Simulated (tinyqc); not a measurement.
From results back to parameters: two-node Weyl semimetal on a cubic lattice and its slab. Four cases, with inputs chosen for the exercise.

Problem. Along (0,0,kz) the levels of the bulk are -/+ |M|, M = tz (cos k0 - cos kz), with nodes at +/-k0, 0 < k0 < pi. The planes with M < 0, that is |kz| < k0, each carry a Chern number of size one. The gaps at kz = 0 and pi come from hidden tz and k0.

Find: tz; k0; |sigma_xy| = k0/pi.

Method. The gaps are 2 tz (1 - cos k0) and 2 tz (1 + cos k0): their sum is 4 tz, and the gap at pi less the gap at 0, over the sum, is cos k0.

Case 1.

gaps 2|M| (eV): kz = 0 2.39811, kz = pi 1.36189

Solution.

tz = 0.940 eV
k0 = 1.850 1/a
|sigma_xy| = k0/pi = 0.589 e^2/(h a)

Case 2.

gaps 2|M| (eV): kz = 0 0.29958, kz = pi 1.22042

Solution.

tz = 0.380 eV
k0 = 0.920 1/a
|sigma_xy| = k0/pi = 0.293 e^2/(h a)

Case 3.

gaps 2|M| (eV): kz = 0 1.19460, kz = pi 0.88540

Solution.

tz = 0.520 eV
k0 = 1.720 1/a
|sigma_xy| = k0/pi = 0.547 e^2/(h a)

Case 4.

gaps 2|M| (eV): kz = 0 0.72199, kz = pi 1.47801

Solution.

tz = 0.550 eV
k0 = 1.220 1/a
|sigma_xy| = k0/pi = 0.388 e^2/(h a)

Computed by tinyqc, one run a case: `OMP_NUM_THREADS=1 python tinyqc.py N N+1 out.jsonl` with N = 1451077, 1451190, 1451294, 1451454; one thread of a shared Intel(R) Xeon(R) Processor @ 2.30GHz, about 0.2 s a run at most.
